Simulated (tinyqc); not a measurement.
# Surface potential of a MOS transistor: implicit equation and explicit approximations: two studies

p-type body, charge-sheet picture, depletion and inversion only, full ionisation (an idealisation for deep acceptors), Boltzmann statistics (rough once Na exp(x - xn) passes about Nc/7). In units of Vt: xg = (Vg - Vfb)/Vt, x = psi/Vt, G = gamma/sqrt(Vt), xn = (2 phiF + Vc)/Vt. The implicit equation is (xg - x)^2 = G^2 [x - 1 + exp(x - xn)] for x above about 3. Cox = eps0 eox/tox.

Parameters, values chosen for the exercise; band and dielectric values close to those of silicon: temperature T = 300 K; band gap Eg = 1.13 eV; relative permittivity eps_r = 11.9; conduction-band density of states at T Nc = 2.79e19 cm^-3; valence-band density of states at T Nv = 2.64e19 cm^-3; relative permittivity of the gate insulator (close to silicon dioxide) eox = 3.9; insulator thickness tox = 24 nm; acceptor density Na = 7.1e17 cm^-3; flat-band voltage Vfb = -0.65 V; channel-body voltage Vc = 0.2 V; gate-body voltage Vg = 4.46 V.

Constants: q = 1.602176634e-19 C, kB = 1.380649e-23 J/K, Vt = kB T/q, eps0 = 8.8541878128e-14 F/cm where lengths are in cm. Results are converted to the units shown.

Each table varies one quantity; the others keep the values above.

## Accuracy of the approximations against gate voltage

ni = sqrt(Nc Nv) exp(-Eg/(2 Vt)), Eg in volts; phiF = Vt ln(Na/ni); gamma = sqrt(2 q eps0 eps_r Na)/Cox; VT = Vfb + Vt (xn + G sqrt(xn - 1)). Depletion value a = 1 + [sqrt(G^2/4 + xg - 1) - G/2]^2; inversion value b = xn + ln[(xg - xn)^2/G^2 - xn + 1] and first guess y = min(a, b) - ln(1 + exp(-|a - b|)) if a > xn + 1, else b = y = a; one second-order correction with D = exp(y - xn), p = 2 (xg - y) + G^2 (1 + D), w = (xg - y)^2 - G^2 (y - 1 + D): z = y + 2 w/(p + sqrt(p^2 - 2 (2 - G^2 D) w)), or the Newton step z = y + w/p where the root is not real. N_inv = (Cox Vt G/q) [sqrt(x - 1 + exp(x - xn)) - sqrt(x - 1)] at the root. Lambert form (Cox m Vt/q) W0[(G/(2 m sqrt(xn - 1))) exp((Vg - VT)/(m Vt))], m = 1 + G/(2 sqrt(xn - 1)). Errors under 1e-4 mV, and the linear form below VT, are printed as 0.

Result of one run:
```
Vg (V)	psi (V)	x - xn	error of y (mV)	error of z (mV)	N_inv (cm^-2)	Cox (Vg - VT)/q (cm^-2)	Lambert form (cm^-2)
4.29	1.171	1.145	6.68	-0.0609	1.140e11	1.831e11	1.150e11
```

What becomes of these results when the gate-body voltage Vg is changed from 4.29 to 4.49 V, all else the same?

Result of the changed run:
```
Vg (V)	psi (V)	x - xn	error of y (mV)	error of z (mV)	N_inv (cm^-2)	Cox (Vg - VT)/q (cm^-2)	Lambert form (cm^-2)
4.49	1.192	1.942	9.37	-0.235	2.459e11	3.628e11	2.481e11
```

The whole series:
```
Vg (V)	psi (V)	x - xn	error of y (mV)	error of z (mV)	N_inv (cm^-2)	Cox (Vg - VT)/q (cm^-2)	Lambert form (cm^-2)
3.69	0.9931	-5.744	0.0525	0	1.286e8	0	1.056e8
3.89	1.066	-2.908	0.882	0	2.112e9	0	1.982e9
4.09	1.132	-0.3682	11.0	-0.144	2.588e10	3.539e9	2.587e10
4.29	1.171	1.145	6.68	-0.0609	1.140e11	1.831e11	1.150e11
4.49	1.192	1.942	9.37	-0.235	2.459e11	3.628e11	2.481e11
4.69	1.205	2.444	8.00	-0.149	3.955e11	5.424e11	3.989e11
4.89	1.214	2.806	6.73	-0.0870	5.535e11	7.220e11	5.581e11
5.09	1.221	3.089	5.80	-0.0548	7.163e11	9.016e11	7.221e11
5.29	1.227	3.322	5.11	-0.0370	8.822e11	1.081e12	8.891e11
```

psi rises from 0.993 to 1.23 V and ends 3.3 Vt above 2 phiF + Vc. Among the rows the first guess is off by at most 11 mV (at Vg = 4.09 V) and the corrected value by at most 0.23 mV. In the last row the linear form is 23 % above N_inv and the Lambert form 0.79 % above it; in the first row the Lambert form is 18 % below it. For Vg = 4.49, 4.69, 4.89, 5.09, 5.29 the electron quasi-Fermi level lies less than 2 Vt below the band edge at the surface, or above it, where degeneracy and confinement, left out, matter.

## Effect of the insulator thickness at fixed gate voltage

Same model as above.

Effect of the insulator thickness at fixed gate voltage:
```
tox (nm)	psi (V)	x - xn	error of y (mV)	error of z (mV)	N_inv (cm^-2)	Cox (Vg - VT)/q (cm^-2)	Lambert form (cm^-2)
8	1.2957	5.9617	2.66	-4.99e-3	6.8323e12	7.4633e12	6.9047e12
11	1.2766	5.2220	2.90	-6.49e-3	4.0933e12	4.5475e12	4.1332e12
15	1.2548	4.3766	3.62	-0.0128	2.1518e12	2.4741e12	2.1713e12
21	1.2189	2.9911	6.45	-0.0765	6.5557e11	8.4492e11	6.6127e11
28	1.0635	-3.0218	0.832	0	1.8884e9	0	1.7615e9
38	0.69678	-17.207	0	0	1623.1	0	263.60
```

As tox goes from 8 to 38, psi falls from 1.30 to 0.697 V, x - xn falls from 5.96 to -17.2 and N_inv falls from 6.83e12 to 1620 cm^-2. The Lambert form lies between 0.162 and 1.01 times N_inv. For tox = 8, 11, 15, 21 the electron quasi-Fermi level lies less than 2 Vt below the band edge at the surface, or above it, where degeneracy and confinement, left out, matter.

Numbers from tinyqc (`OMP_NUM_THREADS=1 python tinyqc.py 2122133 2122134 out.jsonl`; about 0.01 s on one thread of a shared Intel Xeon 2.30GHz).
